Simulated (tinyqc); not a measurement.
Gate work function from the charge.

Problem. For an undoped double gate, Q = 8 eps0 eps_r Vt beta tan(beta)/ts with 0 < beta < pi/2, and at the source (Vg - dphi)/(2 Vt) - ln[(2/ts) sqrt(2 eps0 eps_r Vt/(q ni))] = ln(beta) - ln(cos beta) + 2 r beta tan(beta), r = eps_r tox/(eox ts). Find beta and dphi.

Inputs (values chosen for the exercise); material values close to those of silicon:
```
symbol,value,unit,meaning
T,293,K,temperature
eps_r,11.6,,relative permittivity of the semiconductor
eox,7.52,,relative permittivity of the gate insulator
tox,1.3,nm,insulator thickness
ts,6,nm,body thickness
Vg,0.77,V,gate voltage
```

Constants: q = 1.602176634e-19 C, kB = 1.380649e-23 J/K, Vt = kB T/q, eps0 = 8.8541878128e-14 F/cm where lengths are in cm. Results are converted to the units shown.

Qs = 1959.6667 nC/cm^2
ni = 9.1286767e9 cm^-3

Solution. beta tan(beta) rises from 0 without bound on the interval, so the charge fixes beta; the second relation is then explicit in dphi. At this charge the surface density passes 0.3 Nc, so the classical Boltzmann model is only formal.

beta = 1.339
dphi = -0.01000 V

Numbers from tinyqc (`OMP_NUM_THREADS=1 python tinyqc.py 2440148 2440149 out.jsonl`; about 0.02 s on one thread of a shared Intel Xeon 2.30GHz).
